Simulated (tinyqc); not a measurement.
Programming of a floating-gate cell by Fowler-Nordheim tunnelling: one step of the calculation.

Per tunnel area the floating gate has Ctun = 3.9 eps0/tox to the channel (0 V) and Ccg to the control gate, Ct = Ctun/(1 - ag), no other coupling. With the threshold shift U = -Q/Ccg the field is F = ag (Vg - U)/tox, and dU/dt = J/Ccg. Fowler-Nordheim: J = A F^2 exp(-B/F), A = q^2/(16 pi^2 hbar mo phi) (times 1e14 for A/cm^2 with F in V/nm, emitter mass m0), B = (4/3) sqrt(mo/C) phi^1.5, C = hbar^2/(2 m0).

Question. Explicit time steps against the exact solution. U(new) = U + dt J(F(U))/Ccg. Exact: exp(B/F(t)) = exp(B/F(0)) + K t, K = A B ag/(Ccg tox), and U = Vg - tox F/ag.

Inputs (values chosen for the exercise); oxide values close to those of silicon dioxide:
- phi = 3.08 eV (tunnel barrier)
- mo = 0.48 m0 (tunnelling mass)
- tox = 7.8 nm (tunnel oxide thickness)
- ag = 0.54 (coupling ratio Ccg/Ct)
- Vt0 = -2.5 V (threshold shift at the start)
- Vg = 12.9 V (control-gate voltage)
- dt = 34 us (time step)
- n = 11 (steps)

Constants: q = 1.602176634e-19 C, hbar = 1.054571817e-34 J s, m0 = 9.1093837015e-31 kg, eps0 = 8.8541878128e-14 F/cm where lengths are in cm, hbar^2/(2 m0) = 0.0380998212 eV nm^2. Results are converted to the units shown.

Wanted: t; F; J; U by steps; U exact.

Answer.

```
step  t (us)  F (V/nm)  J (A/cm^2)  U by steps (V)  U exact (V)
0          0     1.066    0.004501          -2.500       -2.500
1      34.00     1.046    0.002713          -2.206       -2.261
2      68.00     1.033    0.001981          -2.028       -2.093
3      102.0     1.025    0.001567          -1.899       -1.964
4      136.0     1.017    0.001298          -1.796       -1.859
5      170.0     1.012    0.001109          -1.711       -1.771
6      204.0     1.007    9.678e-4          -1.638       -1.696
7      238.0     1.002    8.584e-4          -1.575       -1.629
8      272.0     0.998    7.712e-4          -1.519       -1.571
9      306.0     0.995    6.999e-4          -1.469       -1.518
10     340.0     0.992    6.405e-4          -1.423       -1.470
11     374.0     0.989    5.904e-4          -1.381       -1.426
```

Range of the model: Programming fields of 10 MV/cm and more wear the oxide; trapping and the channel potential are ignored.

tinyqc, about 0.01 s, one thread, Intel Xeon 2.30GHz (shared host): `OMP_NUM_THREADS=1 python tinyqc.py 2130077 2130078 out.jsonl`
